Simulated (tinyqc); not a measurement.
Interlayer thickness: switching kinetics of a ferroelectric film and the memory window of a ferroelectric gate stack. Computed by tinyqc, a small Python program. Command: `OMP_NUM_THREADS=1 python tinyqc.py 3019159 3019160 out.jsonl feswitch walk`. One thread of a shared host (Intel(R) Xeon(R) Processor @ 2.30GHz), about 0.01 s of CPU time with the checks.

Fields in MV/cm; 1 microcoulomb/cm^2 over eps_0 is 11.29409 MV/cm. In the stack (metal, ferroelectric, interlayer, channel) the channel is taken as a conductor.

Inputs (values chosen for the exercise, for a model film):
```
quantity                                 value               unit
saturation polarisation P_s                 36  microcoulomb/cm^2
ratio P_r/P_s                             0.75                  -
coercive field E_c                         1.1              MV/cm
permittivity of the ferroelectric eps_F     44                  -
thickness t_F                               17                 nm
permittivity of the interlayer eps_I       7.5                  -
share s of P screened by trapped charge   0.85                  -
pulse height V                               4                  V
breakdown field of the interlayer           15              MV/cm
```

Method. Series stack: V = E_F t_F + E_I t_I and eps_I E_I = eps_F E_F + (1 - s) P/eps_0. E_I is for P = +P_s at the pulse height, the depolarising field for P = +P_r at V = 0; V needed puts E_F = 1.5 E_c after switching.

Stack against t_I:
```
t_I (nm)  E_F after (MV/cm)  E_I (MV/cm)  depolarising field / E_c  V needed (V)
0.3                  2.0022       19.878                   0.08866        3.3394
0.5                  1.8027       18.708                   0.13907        3.6956
0.8                  1.5440       17.190                   0.20446        4.2299
1.2                  1.2580       15.512                   0.27676        4.9424
1.6                  1.0228       14.132                   0.33619        5.6549
2.0                  0.8261       12.978                   0.38592        6.3673
3.0                  0.4510       10.778                   0.48073        8.1485
```

What does the comparison show, and why?

Each nanometre of interlayer costs 1.78 V, against 0.17 V for a nanometre of ferroelectric. The depolarising field grows from 0.09 to 0.48 E_c. At E_F = 1.5 E_c the interlayer carries (1.5 eps_F E_c + (1 - s) P_s/eps_0)/eps_I = 17.8 MV/cm whatever its thickness, above its breakdown field of 15 MV/cm, so the voltages in the last column could not be applied without breakdown. Caution: rows with E_I above the breakdown field of the interlayer cannot be reached without charge injection. Caution: where E_F after switching is below E_c the switching stalls before P_s, and where the depolarising field exceeds E_c the state switches back, so those rows describe states that are not held.
